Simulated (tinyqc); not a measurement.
Comparisons within one model: six-band Luttinger-Kohn model with strain. A value that a table varies takes the place of the one given here.

Six-band Luttinger-Kohn model in the basis |3/2,3/2>, |3/2,1/2>, |3/2,-1/2>, |3/2,-3/2>, |1/2,1/2>, |1/2,-1/2>, electron energies, zero at the top of the unstrained valence band. H = -[rows: (P+Q, -S, R, 0, -S/r2, r2 R); (-S*, P-Q, 0, R, -r2 Q, r32 S); (R*, 0, P-Q, S, r32 S*, r2 Q); (0, R*, S*, P+Q, -r2 R*, -S*/r2); (-S*/r2, -r2 Q, r32 S, -r2 R, P+Dso, 0); (r2 R*, r32 S*, r2 Q, -S/r2, 0, P+Dso)], r2 = sqrt(2), r32 = sqrt(3/2). Levels are twofold.

P = c g1 k^2 - av tr(e); Q = c g2 (kx^2 + ky^2 - 2 kz^2) - (b/2)(exx + eyy - 2 ezz); R = c sqrt3 [-g2 (kx^2 - ky^2) + 2i g3 kx ky] + (sqrt3/2) b (exx - eyy) - i d exy; S = 2 c sqrt3 g3 (kx - i ky) kz - d (exz - i eyz); c = hbar^2/2m0, e the strain tensor (not engineering shear).

s11 = (C11 + C12)/((C11 - C12)(C11 + 2 C12)), s12 = -C12/((C11 - C12)(C11 + 2 C12)), s44 = 1/C44; exx = s11 sxx + s12 (syy + szz) and cyclic, exy = s44 sxy/2; tension is positive. A uniaxial stress X along the unit vector n is s_ij = X n_i n_j.

Constants: hbar^2/2m0 = 3.80998211 eV angstrom^2; kB = 8.617333262e-05 eV/K.

Inputs chosen for the exercise (near those of Si; the results hold for these values, not for the real material): Dso = 0.044 eV (spin-orbit splitting); g1 = 4.35 (Luttinger gamma1); g2 = 0.34 (gamma2); g3 = 1.44 (gamma3); av = 2.59 eV (valence hydrostatic potential); b = -2.13 eV (tetragonal shear potential); d = -4.8 eV (trigonal shear potential); C11 = 173.8 GPa; C12 = 61.5 GPa; C44 = 75.5 GPa; load = uniaxial [100] (kind of stress); X1 = 1.7 GPa (size of the stress); T = 300 K (temperature); E_h = 60 meV (hole energy below the top); X = -2 GPa (stress).

## Sweep of a uniaxial [100] stress

Edges at k = 0 and curvature masses of the top pair along [110] and [001] (step 0.0002 1/angstrom); at zero stress the top is fourfold and has no single curvature.

Edges and masses:
```
X (GPa)  top (eV)  second (eV)  third (eV)  splitting (meV)  m [110]  m [001]
-1.50      0.0333      -0.0415     -0.0750             74.8    0.214    0.270
-1.00      0.0201      -0.0277     -0.0626             47.8    0.215    0.267
-0.50      0.0083      -0.0138     -0.0515             22.1    0.217    0.262
0.00       0.0000       0.0000     -0.0440              0.0        -        -
0.50       0.0138      -0.0005     -0.0442             14.4    0.239    0.213
1.00       0.0277       0.0068     -0.0524             20.9    0.239    0.213
1.50       0.0415       0.0178     -0.0641             23.7    0.239    0.213
```

The splitting reaches 74.8 meV under compression and 23.7 meV under the same tension; linear shear terms alone would make the two equal, and the difference comes from the coupling to the split-off band. At the ends of the sweep the top pair has a mass along [110] of 0.214 under compression and 0.239 under tension, so compression gives the lighter holes along [110]; along [001] it has 0.270 and 0.213. The top edge itself moves by +33 and +42 meV.

## Which stress helps holes along [110]

Each load has size X1 (biaxial: sxx = syy); masses are curvatures of the top pair at k = 0.

Results:
```
load                         splitting (meV)  top edge (meV)  m [110]  m [001]
uniaxial [110], compression             83.5            37.2    0.114    0.270
uniaxial [110], tension                 24.3            46.3    0.471    0.210
uniaxial [100], compression             85.8            38.7    0.214    0.270
uniaxial [100], tension                 24.4            47.1    0.239    0.213
uniaxial [111], compression             82.8            36.7    0.141    0.230
uniaxial [111], tension                 24.2            46.0    0.344    0.230
biaxial (001), compression              24.4             2.6    0.213    0.272
biaxial (001), tension                  85.8            83.2    0.270    0.177
```

The lightest mass along [110] (0.114) comes with uniaxial [110], compression. The largest splitting (85.8 meV) comes with uniaxial [100], compression; biaxial (001), tension. The heaviest mass along [001] (0.272), which lowers the confinement energy in a (001) channel, comes with biaxial (001), compression. The splitting per GPa follows b (s11 - s12) for loads along cube axes and d s44 for [111]: here 2 |b| (s11 - s12) = 37.9 and |d| s44/sqrt3 = 36.7 meV per GPa in the limit of large Dso; where the splitting nears Dso, mixing with the split-off band makes it depend on the sign of the load.

## Thermally averaged conductivity mass under uniaxial [100] stress

Non-degenerate holes: weights exp(E/kT) on a 16 x 16 x 16 grid of midpoints in the cube |k_i| < 0.2 1/angstrom; 1/m_c = <(dE/dk_u)^2>/(hbar^2 kT) along [110], over all six bands. With an unchanged scattering time the mobility goes as 1/m_c.

Averages:
```
X (GPa)  share of the top pair  m_c (m0)  gain m_c(0)/m_c
-1.50                    0.958     0.350            1.018
-0.50                    0.881     0.355            1.005
0.00                     0.859     0.356            1.000
0.50                     0.871     0.355            1.005
1.50                     0.894     0.339            1.051
```

The largest gain from mass alone is 1.05 at X = 1.50 GPa, where the top pair holds 89 % of the holes (86 % without stress); the opposite end of the sweep gives 1.02; the grid is good to about 0.02 in these ratios. The average reaches energies of a few kT, beyond the range of the edge curvature, and changes of scattering are left out.

## Warping of the constant-energy contours (six-band Luttinger-Kohn model)

No strain (e = 0). In the plane kz = 0, |k| where the top and second pairs lie E_h below the top, against the angle from [100]; m = c k^2/E_h.

Contours:
```
angle (degrees)  k top (1/angstrom)  k second (1/angstrom)  m top (m0)  m second (m0)
0                            0.0655                 0.0577       0.272          0.211
9                            0.0693                 0.0575       0.305          0.210
18                           0.0812                 0.0573       0.418          0.208
27                           0.1048                 0.0572       0.697          0.207
36                           0.1464                 0.0571       1.360          0.207
45                           0.1807                 0.0571       2.074          0.207
```

The heavy contour reaches 2.759 times as far along [110] as along [100], the light one 0.990 times. The warping follows g3 - g2 = 1.10 and would vanish for g2 = g3. Along [100] the heavy mass is 1/(g1 - 2 g2) = 0.272 at any energy, while the light one is 0.2114, against 1/(g1 + 2 g2) = 0.1988 at the edge, for E_h/Dso = 1.36.

## What each parameter does

Edges at k = 0 under a uniaxial [100] stress X and the curvature mass of the top pair along [110] (step 0.0002 1/angstrom). Each row changes one parameter from the base and keeps the others.

Results:
```
case              top (eV)  second (eV)  third (eV)  mass (m0)
base                0.0470      -0.0554     -0.0880      0.214
C11 = 139.04 GPa    0.0778      -0.0747     -0.1064      0.214
X = -1.6 GPa        0.0360      -0.0443     -0.0776      0.214
Dso = 0.053 eV      0.0453      -0.0554     -0.0953      0.214
b = -2.556 eV       0.0617      -0.0630     -0.0951      0.214
C12 = 73.8 GPa      0.0574      -0.0587     -0.0910      0.214
C44 = 60.4 GPa      0.0470      -0.0554     -0.0880      0.214
d = -5.76 eV        0.0470      -0.0554     -0.0880      0.214
```

The largest shifts from the base row, up to three for each result and ties (the steps differ in size, so this ranks the rows, not the parameters). top (eV): C11 +0.0308, b +0.0147, X -0.0110; unchanged at the printed digits by C44 and d. second (eV): C11 -0.0193, X +0.0111, b -0.0076; unchanged at the printed digits by Dso, C44 and d. third (eV): C11 -0.0184, X +0.0104, Dso -0.0073; unchanged at the printed digits by C44 and d. mass (m0): unchanged at the printed digits by C11, X, Dso, b, C12, C44 and d. The Luttinger parameters multiply k^2 and cannot move the edges; av shifts all edges alike and leaves the mass.

tinyqc: `OMP_NUM_THREADS=1 python tinyqc.py 1080733 1080734 out.jsonl`; about 0.3 s, one thread, shared Intel(R) Xeon(R) Processor @ 2.30GHz.
